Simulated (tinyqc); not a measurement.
Tunnelling through a gate dielectric, WKB transmission and Tsu-Esaki current: one step of the calculation.

Electrons leave the emitter at x = 0. Energies E (motion across the layers) are in eV from the emitter Fermi level; the collector Fermi level lies at -V and offers states at every E. No charge in the dielectric and no image force: F1 = V/t1, U = phi1 - F1 x. With C = hbar^2/(2 m0), kappa = sqrt(m (U - E)/C) where U > E and 0 elsewhere; T(E) = exp(-S), S = 2 times the integral of kappa over x.

Problem. Current density on a coarse energy grid. Each layer adds (2/F) sqrt(m/C) [G(u at its left edge) - G(u at its right edge)] to S, with u = U - E (0 where negative) and G(u) = (2/3) u^1.5. The slope follows from 1/d = -dS/dE.

J = J0 times the integral of T(E) N(E) dE, N = ln[(1 + exp(-E/Vt))/(1 + exp((-E - V)/Vt))], J0 = q^2 me m0 kB T/(2 pi^2 hbar^3) (times 1e-4 for A/cm^2 per eV), by Simpson's rule on nE equally spaced points from Ea to Eb.

Inputs (values chosen for the exercise); dielectric values close to those of zirconium oxide:
```
symbol,value,unit,meaning
T,200,K,temperature
Ef,0.27,eV,Fermi energy of the emitter above its band bottom
me,0.55,m0,emitter mass in the supply function
phi1,1.35,eV,barrier of layer 1 above the emitter Fermi level at zero bias
m1,0.24,m0,tunnelling mass of layer 1
t1,7.5,nm,thickness of layer 1
V,2.3,V,voltage across the dielectric
Ea,-0.27,eV,lower end of the energy grid
Eb,0.23,eV,upper end of the energy grid
nE,11,,points of the energy grid
```

Constants: q = 1.602176634e-19 C, kB = 1.380649e-23 J/K, hbar = 1.054571817e-34 J s, m0 = 9.1093837015e-31 kg, Vt = kB T/q, hbar^2/(2 m0) = 0.0380998212 eV nm^2. Results are converted to the units shown.

Wanted: E; T(E); N; T(E) N; J0; J.

Solution.

| point | E (eV) | T(E) | N | T(E) N |
|---|---|---|---|---|
| 0 | -0.27000 | 1.6913e-10 | 15.666 | 2.6497e-9 |
| 1 | -0.22000 | 4.7547e-10 | 12.765 | 6.0693e-9 |
| 2 | -0.17000 | 1.3150e-9 | 9.8639 | 1.2971e-8 |
| 3 | -0.12000 | 3.5769e-9 | 6.9637 | 2.4908e-8 |
| 4 | -0.07000 | 9.5667e-9 | 4.0787 | 3.9019e-8 |
| 5 | -0.02000 | 2.5151e-8 | 1.4330 | 3.6043e-8 |
| 6 | 0.03000 | 6.4979e-8 | 0.16161 | 1.0501e-8 |
| 7 | 0.08000 | 1.6491e-7 | 0.0095941 | 1.5821e-9 |
| 8 | 0.13000 | 4.1099e-7 | 5.2970e-4 | 2.1770e-10 |
| 9 | 0.18000 | 1.0055e-6 | 2.9120e-5 | 2.9280e-11 |
| 10 | 0.23000 | 2.4138e-6 | 1.6005e-6 | 3.8633e-12 |

J0 = 1.5340e8 A/(cm^2 eV)
J = 1.0293 A/cm^2

The integrand peaks at E = -0.0700 eV among these points.

Numbers from tinyqc (`OMP_NUM_THREADS=1 python tinyqc.py 2540126 2540127 out.jsonl`; about 0.03 s on one thread of a shared Intel Xeon 2.30GHz).
